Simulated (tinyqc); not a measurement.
# Double-gate transistor, scale length and short-channel effects: a higher permittivity at fixed equivalent oxide thickness

A body of thickness ts between two insulators of thickness ti and two tied gates. Below threshold the potential that source and drain add obeys Laplace's equation and vanishes on the gate. Its lowest mode decays along the channel as exp(-k y); k is the smallest positive root of the matching condition at the interface, and the scale length is Lambda = pi/k.

k is the smallest positive root of f(k) = ei cos(k ti) cos(k ts/2) - eps_r sin(k ti) sin(k ts/2). Along the channel psi(y) = s + a exp(y/l) + b exp(-y/l) with psi(0) = Vbi, psi(L) = Vbi + Vds and l = 1/k = Lambda/pi; with A = Vbi - s, B = A + Vds, x = exp(-L/l): a = (B - A x) x/(1 - x^2), b = (A - B x)/(1 - x^2). The minimum is s + 2 sqrt(a b), at y = (l/2) ln(b/a). The long-channel potential follows the gate as s = sT + (Vg - VTL)/m, and the threshold VT is the gate voltage at which the minimum equals sT. Swing = m Vt ln 10/g at threshold, g = d(minimum)/ds = 1 - (b x + a)/((1 + x) sqrt(a b)). DIBL = [VT(0.05 V) - VT(Vds)]/(Vds - 0.05 V). sT and Vbi are held fixed; m = 1. The equivalent oxide thickness 3.9 ti/ei is held at 1 nm, so ti = 1 ei/3.9 nm.

Inputs (values chosen for the exercise); permittivities: semiconductor close to that of silicon, insulator close to that of zirconium oxide: temperature T = 250 K; relative permittivity of the semiconductor eps_r = 11.6; body thickness ts = 9.7 nm; channel length L = 42 nm; potential of the source Vbi = 0.91 V; potential of the barrier top at threshold sT = 0.47 V; drain voltage Vds = 0.6 V.

Constants: q = 1.602176634e-19 C, kB = 1.380649e-23 J/K, Vt = kB T/q. Results are converted to the units shown.

A higher permittivity at fixed equivalent oxide thickness:
```
ei   ti (nm)  Lambda (nm)  L/Lambda  DIBL (mV/V)  swing (mV/decade)
3.9    1.000        15.09     2.783        10.06              51.01
5      1.282        15.13     2.775        10.19              51.03
7.5    1.923        15.28     2.749        10.63              51.09
10     2.564        15.48     2.713        11.28              51.18
15     3.846        16.10     2.608        13.39              51.47
20     5.128        17.04     2.465        16.96              51.96
25     6.410        18.31     2.293        22.56              52.72
35     8.974        21.72     1.933        41.90              55.31
```

As ei goes from 3.9 to 35, Lambda rises from 15.1 to 21.7 nm, DIBL rises from 10.1 to 41.9 mV/V and the swing rises from 51.0 to 55.3 mV a decade. The ratio ei/ti is the same in every row, yet the insulator grows from 1.00 to 8.97 nm, and drain fields reach the channel sideways through it.

Computed by the program tinyqc: `OMP_NUM_THREADS=1 python tinyqc.py 2420003 2420004 out.jsonl`, one thread of a shared Intel Xeon 2.30GHz, about 0.01 s for the whole run.
